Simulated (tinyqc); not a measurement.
Off-state leakage of single and stacked transistors: one step of the calculation.

n-channel devices of unit width. Subthreshold current I(Vg, Vs, Vd) = I0 (T/300 K)^0.5 exp[(Vg - Vs - VT(T) - gb (Vs - Vb) + dd (Vd - Vs))/(nf Vt)] (1 - exp(-(Vd - Vs)/Vt)), VT(T) = VT - cT (T - 300 K). Gate-edge tunnelling Ig (Vd/1 V) exp(ag (Vd - 1 V)), for a gate at 0 V, and band-to-band leakage Ab u exp(-Bb/u), u = Vd - Vb + 1 V, flow at a drain held at V; both are taken as independent of T. In a stack of off transistors (all gates at 0 V) the same subthreshold current passes through each.

Problem. New Vx. Stack of two, Vx the node between them: I_low = I(0, 0, Vx), I_up = I(0, Vx, V), f = ln(I_up/I_low), f' = -(1 + gb + 2 dd)/(nf Vt) - 1/(Vt (exp(Vx/Vt) - 1)) - 1/(Vt (exp((V - Vx)/Vt) - 1)), Vx(new) = Vx - f/f'.

Values chosen for this exercise; values of the order met in bulk silicon logic transistors:

| symbol | value | unit | meaning |
|---|---|---|---|
| T | 300 | K | temperature |
| V | 0.7 | V | supply voltage |
| VT | 0.29 | V | threshold at 300 K, zero drain and body bias |
| cT | 1 | mV/K | fall of the threshold with temperature |
| I0 | 0.2 | uA/um | current at threshold at 300 K |
| nf | 1.38 |  | slope factor |
| dd | 0.15 |  | drain-induced lowering per volt |
| gb | 0.13 |  | rise of the threshold per volt of source-body bias |
| Vb | 0 | V | body voltage |

Constants: q = 1.602176634e-19 C, kB = 1.380649e-23 J/K, Vt = kB T/q. Results are converted to the units shown.

Vx at the start = 0.073 V

Find: I_low; I_up; f; f'; Vx after iteration 1.

Solution.

I_low = 0.075416 nA/um
I_up = 0.081560 nA/um
f = 0.078316
f' = -42.525 1/V
Vx after iteration 1 = 0.074842 V

Numbers from tinyqc (`OMP_NUM_THREADS=1 python tinyqc.py 2242045 2242046 out.jsonl`; about 0.03 s on one thread of a shared Intel Xeon 2.30GHz).
